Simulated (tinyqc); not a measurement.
Plane-wave Kohn-Sham cycle with exchange-only LDA in a layered model solid, step by step. Computed by tinyqc, a small Python program that keeps every step. Settings: points = 16, plane-wave index or count = 3, electrons = 2, k points = 2, area = 28.0, mixing = 0.3, iteration cap = 59, Kerker q0 = 0.75. Command: `OMP_NUM_THREADS=1 python tinyqc.py 24788 24789 out.jsonl` (the two numbers bound the seeds that draw the settings). One thread of a shared host (Intel(R) Xeon(R) Processor @ 2.60GHz), about 0.02 s of CPU time with the checks.

A solid whose potential varies along x alone (atomic units):

| parameter | value |
|---|---|
| period a | 8.100000 |
| cross-section of the cell | 28.000000 |
| electrons per cell | 2 |
| grid points | 16 |
| plane waves -n..n, n | 3 |
| k points | 2 |
| V1 in V1 cos(2 pi x/a) | -0.540000 |

Stop when sqrt(dV sum R^2) is below 1e-8, dV = a A/N.

Course of the cycle:

| iteration | E (hartree) | norm of the residual |
|---|---|---|
| 1 | -0.8559739 | 1.50e-01 |
| 2 | -0.8208579 | 1.23e-01 |
| 3 | -0.7951071 | 1.01e-01 |
| 4 | -0.7770331 | 8.31e-02 |
| 5 | -0.7646359 | 6.85e-02 |
| 6 | -0.7562670 | 5.65e-02 |
| 7 | -0.7506922 | 4.67e-02 |
| 8 | -0.7470255 | 3.87e-02 |
| 9 | -0.7446459 | 3.20e-02 |
| 10 | -0.7431245 | 2.66e-02 |
| 11 | -0.7421691 | 2.21e-02 |
| ... | ... | ... |
| 49 | -0.7409467 | 2.48e-05 |
| 50 | -0.7409467 | 2.08e-05 |
| 51 | -0.7409467 | 1.74e-05 |
| 52 | -0.7409467 | 1.46e-05 |
| 53 | -0.7409467 | 1.22e-05 |
| 54 | -0.7409467 | 1.03e-05 |
| 55 | -0.7409467 | 8.60e-06 |
| 56 | -0.7409467 | 7.21e-06 |
| 57 | -0.7409467 | 6.05e-06 |
| 58 | -0.7409467 | 5.07e-06 |
| 59 | -0.7409467 | 4.25e-06 |

Can the last value be used, and what does the course show?

Not by the stop rule, although the second column moves by less than 1e-07 over the last three steps. Not converged within 59 iterations: the residual falls steadily but slowly, by a factor of about 0.84 a step. Reruns (cap 100 unless said): mixing 0.1: not converged; mixing 0.5, Kerker q0 1.0: converged in 76 (E = -0.74095); mixing 0.3, Pulay depth 5: converged in 10 (E = -0.74095); the original settings with a cap of 400: converged in 94 (E = -0.74095).
